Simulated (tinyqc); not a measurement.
What moves the Fermi level: gated graphene: carriers, quantum capacitance and optical conductivity.

Cones E = +/- hv |k|, four flavours, D(E) = 2|E|/(pi hv^2). n = (2/pi)(kT/hv)^2 F_1(mu/kT), p = (2/pi)(kT/hv)^2 F_1(-mu/kT), in 1/angstrom^2 (1e16 for 1/cm^2); F_1(eta) = integral_0^infinity x dx/(1 + exp(x - eta)). Cq/e^2 = d(n - p)/d mu = (2 kT/(pi hv^2)) ln(2 + 2 cosh(mu/kT)).

Gate: V = mu/e + e (n - p)/Cox with Cox/e^2 = k/(4 pi e2 t), t in angstrom, e2 = e^2/(4 pi eps0); 1/(eV angstrom^2) in C/e^2 equals 1602.176634 microfarad/cm^2; total 1/C = 1/Cox + 1/Cq.

Constants: kB = 8.617333262e-05 eV/K; e^2/(4 pi eps0) = 14.39964547 eV angstrom.

Parameters, chosen for this exercise (Fermi velocity near that of graphene, gate dielectric near SiO2; not measured data):
- hv = 6.82 eV angstrom (hbar vF)
- T = 300 K
- k = 3.8 (dielectric constant of the gate layer)
- t = 30 nm (its thickness)
- V = -18.07 V (gate voltage from the neutrality point)

All results formed anew.

Results for these values:
```
case  mu (eV)  n - p (1/cm^2)   C/Cox
base  -0.4223      -1.235e+13  0.9880
```

What happens to each result for k = 4.56, all else kept?

Answer: mu falls from -0.4223 to -0.4625; n - p falls from -1.235e+13 to -1.479e+13; C/Cox falls from 0.9880 to 0.9869.

The same for each parameter in turn:
```
case                  mu (eV)  n - p (1/cm^2)   C/Cox
base                  -0.4223      -1.235e+13  0.9880
V = -23.491 V         -0.4829      -1.611e+13  0.9895
t = 21 nm             -0.5045      -1.757e+13  0.9857
k = 4.56              -0.4625      -1.479e+13  0.9869
hv = 7.5 eV angstrom  -0.4643      -1.232e+13  0.9869
T = 400 K             -0.4203      -1.235e+13  0.9880
```

(tinyqc, `OMP_NUM_THREADS=1 python tinyqc.py 1682058 1682059 out.jsonl`, Intel(R) Xeon(R) Processor @ 2.30GHz, 1 thread, shared host, about 0.01 s.)
